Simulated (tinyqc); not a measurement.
Three structures under pressure: Born-Mayer model of an ionic crystal AB. Computed by tinyqc, a small Python program. Command: `OMP_NUM_THREADS=1 python tinyqc.py 3025084 3025085 out.jsonl bornmayer walk`. One thread of a shared host (Intel(R) Xeon(R) Processor @ 2.30GHz), about 0.01 s of CPU time with the checks.

Energies are per ion pair and r is the nearest distance of unlike ions.

Inputs (values chosen for the exercise, for a model salt):

| quantity | value | unit |
|---|---|---|
| ionic charge z | 1 | - |
| unlike repulsion lambda | 289 | eV |
| range rho | 0.305 | angstrom |
| like repulsion lambda2 | 187 | eV |
| dispersion C between like ions | 13 | eV angstrom^6 |

Structure: zinc blende. Short range: with like-ion terms.

Constants: e^2/(4 pi eps_0) = 14.39964548 eV angstrom; 1 eV/angstrom^3 = 160.2176634 GPa.

Method:
- Madelung constant M, unlike neighbours z1, like neighbours z2 at f r, volume per pair: rock salt 1.747565, 6, 12, sqrt2, 2 r^3; caesium chloride 1.762675, 8, 6, 2/sqrt3, 8 r^3/(3 sqrt3); zinc blende 1.638055, 4, 12, sqrt(8/3), 16 r^3/(3 sqrt3).
- U(r) = -M z^2 e^2/(4 pi eps_0 r) + z1 lambda exp(-r/rho) + z2 [lambda2 exp(-f r/rho) - C/(f r)^6] (one mean like-ion term for both sublattices).
- With the volume written as c r^3, under pressure take the root at the minimum of the enthalpy and solve U'(r) + 3 c r^2 P = 0; H = U + P V; B = (U'' - 2 U'/r)/(9 c r).

Enthalpy (eV per pair):

| P (GPa) | rock salt | caesium chloride | zinc blende |
|---|---|---|---|
| 0 | -10.305 | -9.8647 | -10.247 |
| 2 | -10.075 | -9.6513 | -9.967 |
| 5 | -9.744 | -9.3418 | -9.568 |
| 10 | -9.219 | -8.8494 | -8.943 |
| 20 | -8.243 | -7.9307 | -7.803 |
| 40 | -6.494 | -6.2732 | -5.801 |
| 70 | -4.183 | -4.0705 | -3.209 |
| 100 | -2.112 | -2.0882 | -0.921 |

volumes at zero pressure (angstrom^3): rock salt 18.659, caesium chloride 17.349, zinc blende 22.896

What follows from these numbers?

At zero pressure the order is rock salt < zinc blende < caesium chloride. Rock salt stays lowest up to 100 GPa. The Madelung constants, the number of repulsive contacts and the volumes (18.7, 17.3, 22.9 angstrom^3 at P = 0) all matter. Caution: rigid ions with fixed charges leave out polarisation and covalency, so such models often misplace transition pressures.

Extremes, crossings and ranges named in words are read from the listed rows.
